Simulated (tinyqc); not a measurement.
Inside a calculation. Method: Hubbard chain of 2 sites. Computed by tinyqc, a small Python program that keeps every step. Settings: hopping = 1.8, U = 1.6, mixing = 0.5, iteration cap = 54. Command: `OMP_NUM_THREADS=1 python tinyqc.py 31578 31579 out.jsonl` (the two numbers bound the seeds that draw the settings). One thread of a shared host (Intel(R) Xeon(R) Processor @ 2.60GHz), about 0.1 s of CPU time with the checks. Later iterations appear only in the table of the cycle.

## Mean-field iteration 1

one-body matrix (hopping and site energies) (eV), order 1, 2:
```
[[0.00000, -1.80000],
 [-1.80000, 0.00000]]
```

U = 1.60000 eV

electrons, up and down: [1, 1]

mixing = 0.50000

n(up) at the start (a guess, not normalised): [0.55000, 0.45000]

n(down) at the start (a guess): [0.45000, 0.55000]

H(up) = T + U n(down), H(down) = T + U n(up); fill the lowest levels; n(new) = n + mixing (n(out) - n); E = tr T (rho up + rho down) + U sum n_up n_down of the output.

levels, up (eV): [-1.00178, 2.60178]

levels, down (eV): [-1.00178, 2.60178]

energy = -2.79803 eV

n(up) after iteration 1: [0.53610, 0.46390]

n(down) after iteration 1: [0.46390, 0.53610]

## Mean-field iteration 2

As before.

levels, up (eV): [-1.00093, 2.60093]

levels, down (eV): [-1.00093, 2.60093]

energy = -2.79897 eV

n(up) after iteration 2: [0.52607, 0.47393]

n(down) after iteration 2: [0.47393, 0.52607]

## Mean-field iteration 3

As before.

levels, up (eV): [-1.00048, 2.60048]

levels, down (eV): [-1.00048, 2.60048]

energy = -2.79946 eV

n(up) after iteration 3: [0.51883, 0.48117]

n(down) after iteration 3: [0.48117, 0.51883]

## Convergence

Each step fills the lowest levels of T + U n(other spin) and sets n(new) = n + mixing (n(out) - n); stop when output and input agree to 1e-8.

Course of the cycle:
```
iteration      E (eV)  largest |n(out) - n(in)|  mean |n_up - n_down|
1          -2.7980268                  2.78e-02               0.04440
2          -2.7989709                  2.01e-02               0.03207
3          -2.7994632                  1.45e-02               0.02317
4          -2.7997200                  1.05e-02               0.01673
5          -2.7998540                  7.55e-03               0.01208
6          -2.7999238                  5.46e-03               0.00873
7          -2.7999603                  3.94e-03               0.00630
8          -2.7999793                  2.85e-03               0.00455
9          -2.7999892                  2.05e-03               0.00329
10         -2.7999944                  1.48e-03               0.00237
11         -2.7999971                  1.07e-03               0.00171
...               ...                       ...                   ...
37         -2.8000000                  2.27e-07              3.63e-07
38         -2.8000000                  1.64e-07              2.62e-07
39         -2.8000000                  1.18e-07              1.89e-07
40         -2.8000000                  8.54e-08              1.37e-07
41         -2.8000000                  6.17e-08              9.87e-08
42         -2.8000000                  4.46e-08              7.13e-08
43         -2.8000000                  3.22e-08              5.15e-08
44         -2.8000000                  2.32e-08              3.72e-08
45         -2.8000000                  1.68e-08              2.69e-08
46         -2.8000000                  1.21e-08              1.94e-08
47         -2.8000000                  8.76e-09              1.40e-08
```

local moments n_up - n_down: [0.00000, 0.00000]

Converged in 47 iterations. Before convergence this energy mixes input and output and is not variational, so it may rise towards its limit.

## The many-body Hamiltonian

Basis: all placements (u, d, 2, 0 on each site), up operators ordered before down ones; hops carry the sign of the same-spin electrons passed.

H (eV), order 20, ud, du, 02:
```
[[1.60000, -1.80000, -1.80000, 0.00000],
 [-1.80000, 0.00000, 0.00000, -1.80000],
 [-1.80000, 0.00000, 0.00000, -1.80000],
 [0.00000, -1.80000, -1.80000, 1.60000]]
```

## Exact diagonalisation (4 states)

Lowest levels of the sector, and the double occupancy of the lowest state.

lowest levels (eV): [-2.88782, 0.00000, 1.60000, 4.48782]

double occupancy per site = 0.19577

The mean-field solution above lies 0.0878 eV above the exact energy.
